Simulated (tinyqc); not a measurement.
Lateral field, substrate current, probability of reaching the oxide barrier and hot-carrier lifetime of a silicon transistor (pseudo-two-dimensional and lucky-electron models): one step, computed by the program tinyqc.

Local-field models: a lucky carrier gains its energy at the peak field over a path free of collisions. Voltages are magnitudes.

Problem. Hot-carrier currents and lifetime. C_ox = 3.9 eps_0/t; F_sat = 2 v_s/mu; V_Dsat = V_ov F_sat L/(V_ov + F_sat L), V_ov = V_G - V_T; I_D/W = C_ox v_s (V_ov - V_Dsat). Scale length l = 0.22 t^(1/3) x_j^(1/2) (all in cm); F_m = sqrt(((V_D - V_Dsat)/l_e)^2 + F_sat^2), with l_e = l + L_n; length of the velocity-saturated region l_e ln((V_D - V_Dsat)/(l_e F_sat) + F_m/F_sat). Substrate current I_sub/I_D = (A_i/B_i)(V_D - V_Dsat) exp(-B_i/F_m); probability of reaching the oxide barrier exp(-phi_b/(e lambda F_m)); lifetime tau = (H/(I_D/W)) exp(phi_it/(e lambda F_m)).

Inputs (values chosen for the exercise, modelled on a silicon p-channel): channel length L = 580 nm; oxide thickness t = 11 nm; junction depth x_j = 160 nm; mobility mu = 140 cm^2/(V s); saturation velocity v_s = 0.66 1e7 cm/s; threshold voltage V_T = 0.58 V; gate voltage V_G = 2.3 V; drain voltage V_D = 5.9 V; ionisation prefactor A_i = 7.2e+06 1/cm; ionisation field B_i = 3.85 MV/cm; hot-carrier mean free path lambda = 4.8 nm; oxide barrier phi_b = 4.6 eV; interface-trap threshold phi_it = 4.5 eV; lifetime constant H = 800 s microampere/micrometre; length of the depleted extension L_n = 31 nm.

Drain: lightly doped extension.

Constants: eps_0 = 8.8541878128e-12 F/m.

Give: I_sub/I_D; substrate current I_sub/W; probability of reaching phi_b; lifetime tau; exponent m = phi_it/(e lambda B_i).

Solution.

I_sub/I_D = 4.262e-04

substrate current I_sub/W = 0.03634 microampere/micrometre

probability of reaching phi_b = 1.932e-11

lifetime tau = 2.840e+11 s

exponent m = phi_it/(e lambda B_i) = 2.435

Since both exponentials depend on 1/F_m, tau I_D scales about as (I_sub/I_D)^(-m) with m = 2.44, which lets I_sub serve as the monitor. The lifetime is 900 times ten years (3.156e8 s).
